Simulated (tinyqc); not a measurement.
Inside a calculation. Method: Born-Oppenheimer dynamics on the UHF/sto-6g surface (energies and gradients from PySCF), for BeH, spin multiplicity 2. Computed by tinyqc, a small Python program that keeps every step (integrals from PySCF). Settings: charge = 0, multiplicity = 2, basis = sto-6g, time step (fs) = 0.5, steps = 24. Command: `OMP_NUM_THREADS=1 python tinyqc.py 26154 26155 out.jsonl` (the two numbers bound the seeds that draw the settings). One thread of a shared host (Intel(R) Xeon(R) Processor @ 2.60GHz), about 4 s of CPU time with the checks.

## Velocity Verlet step 1

positions (bohr):
```
            x         y         z
1Be  0.000000  0.000000  0.000000
2H   0.000000  0.000000  2.513336
```

velocities (bohr per atomic time unit):
```
                x             y             z
1Be   0.000010963  -0.000008952  -0.000027760
2H   -0.000098037   0.000080048   0.000248240
```

gradient (hartree/bohr):
```
              x           y            z
1Be  0.00000000  0.00000000  -0.01420854
2H   0.00000000  0.00000000   0.01420854
```

masses (electron masses): 1Be 16428.202802, 2H 1837.152588

gradient after step 1 (hartree/bohr):
```
               x            y            z
1Be   0.00001341  -0.00001095  -0.01497679
2H   -0.00001341   0.00001095   0.01497679
```

dt = 0.5 fs = 20.6707 atomic units; x' = x + v dt - g dt^2 / (2m); after the new gradient g', v' = v - (g + g') dt / (2m).

positions after step 1 (bohr):
```
             x          y          z
1Be   0.000227  -0.000185  -0.000389
2H   -0.002026   0.001655   2.516815
```

velocities after step 1 (bohr per atomic time unit):
```
                x             y             z
1Be   0.000010955  -0.000008945  -0.000009399
2H   -0.000097961   0.000079987   0.000084051
```

## Velocity Verlet step 2

gradient after step 2 (hartree/bohr):
```
               x            y            z
1Be   0.00002679  -0.00002187  -0.01497682
2H   -0.00002679   0.00002187   0.01497682
```

As before.

positions after step 2 (bohr):
```
             x          y          z
1Be   0.000453  -0.000370  -0.000389
2H   -0.004050   0.003307   2.516811
```

velocities after step 2 (bohr per atomic time unit):
```
                x             y             z
1Be   0.000010930  -0.000008924   0.000009445
2H   -0.000097735   0.000079802  -0.000084461
```

## Energy conservation

The total energy should stay constant up to terms of order dt^2; the step counts as short enough if it moves by less than 2 % of the largest kinetic energy.

Trajectory:
```
time (fs)  1Be-2H (angstrom)  potential (hartree)  kinetic (hartree)  total (hartree)
0.000000            1.330000         -15.09441950         0.00007930     -15.09434020
0.500000            1.332048         -15.09436302         0.00002355     -15.09433947
1.000000            1.332048         -15.09436302         0.00002355     -15.09433947
1.500000            1.330000         -15.09441948         0.00007928     -15.09434020
2.000000            1.326011         -15.09452092         0.00017939     -15.09434153
2.500000            1.320285         -15.09464634         0.00030311     -15.09434323
3.000000            1.313128         -15.09476905         0.00042408     -15.09434497
3.500000            1.304925         -15.09486183         0.00051544     -15.09434639
4.000000            1.296135         -15.09490282         0.00055568     -15.09434715
4.500000            1.287264         -15.09488088         0.00053389     -15.09434699
5.000000            1.278839         -15.09479922         0.00045333     -15.09434589
5.500000            1.271378         -15.09467589         0.00033184     -15.09434404
6.000000            1.265353         -15.09454036         0.00019846     -15.09434190
6.500000            1.261156         -15.09442654         0.00008650     -15.09434004
7.000000            1.259063         -15.09436375         0.00002476     -15.09433899
7.500000            1.259215         -15.09436845         0.00002938     -15.09433907
8.000000            1.261602         -15.09443941         0.00009916     -15.09434025
8.500000            1.266064         -15.09455805         0.00021586     -15.09434219
9.000000            1.272307         -15.09469390         0.00034958     -15.09434432
9.500000            1.279926         -15.09481316         0.00046707     -15.09434609
10.000000           1.288442         -15.09488753         0.00054046     -15.09434707
10.500000           1.297333         -15.09490086         0.00055377     -15.09434709
11.000000           1.306072         -15.09485198         0.00050575     -15.09434623
11.500000           1.314160         -15.09475373         0.00040898     -15.09434475
12.000000           1.321146         -15.09462903         0.00028604     -15.09434299
```

The total energy moves within 8.2e-06 hartree, under 2 % of the largest kinetic energy.
